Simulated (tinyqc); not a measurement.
Self-heating of a transistor with one or more fingers, with temperature-dependent conductivity: one step, computed by the program tinyqc. Command: `OMP_NUM_THREADS=1 python tinyqc.py 3017845 3017846 out.jsonl selfheat walk`. One thread of a shared host (Intel(R) Xeon(R) Processor @ 2.30GHz), about 0.09 s of CPU time with the checks.

N long parallel fingers lie on the top face of a slab whose bottom is held at T_0; the top is otherwise insulated, and heat flows in two dimensions. P in W/mm is 1000 P in W/m.

Task: Extra rise from ballistic phonons. Near a source smaller than the free path, Fourier's law overstates the flow. Rough estimate: a strip that emits phonons into a half space adds a resistance times area of 4 Lambda/(3 kappa_0), from the ballistic flux C v Delta T/4 with kappa_0 = C v Lambda/3, so Delta T_b = 4 Lambda P/(3 kappa_0 w); Knudsen number Lambda/w.

Inputs (values chosen for the exercise, modelled on sapphire):

| quantity | value | unit |
|---|---|---|
| conductivity at the base temperature kappa_0 | 34.9 | W/(m K) |
| power per gate width P | 0.17 | W/mm |
| width of the heat source w | 0.41 | micrometre |
| phonon free path Lambda | 24 | nm |

Power: power rises with temperature.

largest theta = 13.17340 K

Give: Knudsen number; ballistic rise Delta T_b; Delta T_b / largest theta.

Result:

Knudsen number = 0.05854

ballistic rise Delta T_b = 0.3802 K

Delta T_b / largest theta = 0.02886

By this estimate the ballistic term is at most a fifth of the Fourier rise.
